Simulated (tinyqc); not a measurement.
Worked calculation: UHF in the sto-3g basis, for H3+, spin multiplicity 1. One step of it, computed by the program tinyqc.

Question. Iteration 15 (converged): orbitals. Diagonalise F' = X^T F X, C = X C', fill 1 alpha and 1 beta electrons from the bottom; D(s) = C_occ C_occ^T. Each column has its largest component positive (the first on a tie).

converged F(alpha) (hartree), lower triangle:
```
,1H 1s,2H 1s,3H 1s
1H 1s,-0.852392
2H 1s,-0.851951,-0.852392
3H 1s,-0.807473,-0.807473,-0.817042
```

converged F(beta) (hartree), lower triangle:
```
,1H 1s,2H 1s,3H 1s
1H 1s,-0.852403
2H 1s,-0.851960,-0.852403
3H 1s,-0.807468,-0.807468,-0.817019
```

X:
```
,1,2,3
1H 1s,1.084339,-0.579118,0.402288
2H 1s,-1.084339,-0.579118,0.402288
3H 1s,0.000000,1.188381,0.392083
```

Give: F' = X^T F X; orbital energies; coefficients C; F' = X^T F X; orbital energies; coefficients C; D(alpha) after iteration 15; D(beta) after iteration 15.

Answer.

F' = X^T F X (alpha) (hartree), lower triangle:
```
,1,2,3
1,-0.0010
2,0.0000,-0.0742
3,0.0000,0.0081,-1.1867
```

orbital energies (alpha) (hartree): MO1 -1.1868, MO2 -0.0742, MO3 -0.0010

coefficients C (alpha):
```
,MO1,MO2,MO3
1H 1s,0.4065,-0.5762,1.0843
2H 1s,0.4065,-0.5762,-1.0843
3H 1s,0.3835,1.1912,0.0000
```

F' = X^T F X (beta) (hartree), lower triangle:
```
,1,2,3
1,-0.0010
2,0.0000,-0.0742
3,0.0000,0.0081,-1.1867
```

orbital energies (beta) (hartree): MO1 -1.1868, MO2 -0.0741, MO3 -0.0010

coefficients C (beta):
```
,MO1,MO2,MO3
1H 1s,0.4065,-0.5762,1.0843
2H 1s,0.4065,-0.5762,-1.0843
3H 1s,0.3834,1.1912,0.0000
```

D(alpha) after iteration 15, lower triangle:
```
,1H 1s,2H 1s,3H 1s
1H 1s,0.1652
2H 1s,0.1652,0.1652
3H 1s,0.1559,0.1559,0.1470
```

D(beta) after iteration 15, lower triangle:
```
,1H 1s,2H 1s,3H 1s
1H 1s,0.1652
2H 1s,0.1652,0.1652
3H 1s,0.1559,0.1559,0.1470
```
